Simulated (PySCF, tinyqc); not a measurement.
Worked calculation: RHF in the sto-3g basis, for H6, spin multiplicity 1. This run ends on a higher stationary point, not on the lowest solution. The lowest restricted solution is unstable here: a spin-polarised one lies 0.1655 hartree lower (PySCF). One step of it, computed by the program tinyqc.

Problem. Iteration 2: diagonalisation and new density. Diagonalise F' = X^T F X, C = X C', fill 3 alpha and 3 beta electrons from the bottom; D = 2 C_occ C_occ^T. Each column has its largest component positive (the first on a tie).

extrapolated F (hartree), order 1H 1s, 2H 1s, 3H 1s, 4H 1s, 5H 1s, 6H 1s:
$$\begin{pmatrix}
0.007567 & -0.089374 & -0.029292 & -0.020927 & 0.011965 & 0.013454 \\
-0.089374 & -0.158943 & -0.244672 & -0.064732 & -0.003021 & 0.011941 \\
-0.029292 & -0.244672 & -0.304897 & -0.165026 & -0.064822 & -0.020925 \\
-0.020927 & -0.064732 & -0.165026 & -0.304303 & -0.244225 & -0.029129 \\
0.011965 & -0.003021 & -0.064822 & -0.244225 & -0.157894 & -0.089193 \\
0.013454 & 0.011941 & -0.020925 & -0.029129 & -0.089193 & 0.008660
\end{pmatrix}$$

X, order 1H 1s, 2H 1s, 3H 1s, 4H 1s, 5H 1s, 6H 1s:
$$\begin{pmatrix}
-0.267413 & -0.400848 & 0.632696 & 0.614836 & 0.302241 & 0.152593 \\
0.758920 & 0.798783 & -0.226044 & 0.094015 & 0.420634 & 0.323026 \\
-0.920974 & -0.521349 & -0.370678 & -0.328951 & 0.258975 & 0.377959 \\
0.922941 & -0.519890 & 0.369709 & -0.328518 & -0.258971 & 0.378247 \\
-0.761309 & 0.797009 & 0.226511 & 0.094083 & -0.420193 & 0.323424 \\
0.267834 & -0.399333 & -0.632554 & 0.615823 & -0.301593 & 0.152598
\end{pmatrix}$$

Give: F' = X^T F X; orbital energies; coefficients C; D after iteration 2.

Solution.

F' = X^T F X (hartree):
$$\begin{pmatrix}
0.1602 & -0.0004 & -0.1155 & 0.0002 & 0.0188 & -0.0001 \\
-0.0004 & 0.1175 & 0.0003 & -0.0543 & -0.0002 & 0.0408 \\
-0.1155 & 0.0003 & -0.0529 & -0.0005 & 0.0904 & 0.0002 \\
0.0002 & -0.0543 & -0.0005 & -0.0271 & -0.0001 & 0.1034 \\
0.0188 & -0.0002 & 0.0904 & -0.0001 & -0.2069 & -0.0004 \\
-0.0001 & 0.0408 & 0.0002 & 0.1034 & -0.0004 & -0.3450
\end{pmatrix}$$

orbital energies (hartree): MO1 -0.3817, MO2 -0.2598, MO3 -0.0514, MO4 -0.0086, MO5 0.1357, MO6 0.2117

coefficients C, order 1H 1s, 2H 1s, 3H 1s, 4H 1s, 5H 1s, 6H 1s:
$$\begin{pmatrix}
0.0079 & -0.0077 & 0.5461 & 0.4847 & -0.5719 & 0.5145 \\
0.1932 & -0.3427 & 0.3254 & 0.4130 & 0.7414 & -0.7579 \\
0.5145 & -0.5520 & -0.5121 & -0.3249 & -0.3952 & 0.6943 \\
0.5107 & 0.5564 & 0.5075 & -0.3332 & -0.3819 & -0.7014 \\
0.1907 & 0.3424 & -0.3200 & 0.4194 & 0.7281 & 0.7708 \\
0.0080 & 0.0078 & -0.5367 & 0.4940 & -0.5637 & -0.5242
\end{pmatrix}$$

D after iteration 2, order 1H 1s, 2H 1s, 3H 1s, 4H 1s, 5H 1s, 6H 1s:
$$\begin{pmatrix}
0.5967 & 0.3638 & -0.5427 & 0.5538 & -0.3517 & -0.5862 \\
0.3638 & 0.5213 & 0.2438 & 0.1463 & -0.3692 & -0.3515 \\
-0.5427 & 0.2438 & 1.6634 & -0.6085 & 0.1460 & 0.5494 \\
0.5538 & 0.1463 & -0.6085 & 1.6559 & 0.2510 & -0.5280 \\
-0.3517 & -0.3692 & 0.1460 & 0.2510 & 0.5119 & 0.3518 \\
-0.5862 & -0.3515 & 0.5494 & -0.5280 & 0.3518 & 0.5764
\end{pmatrix}$$
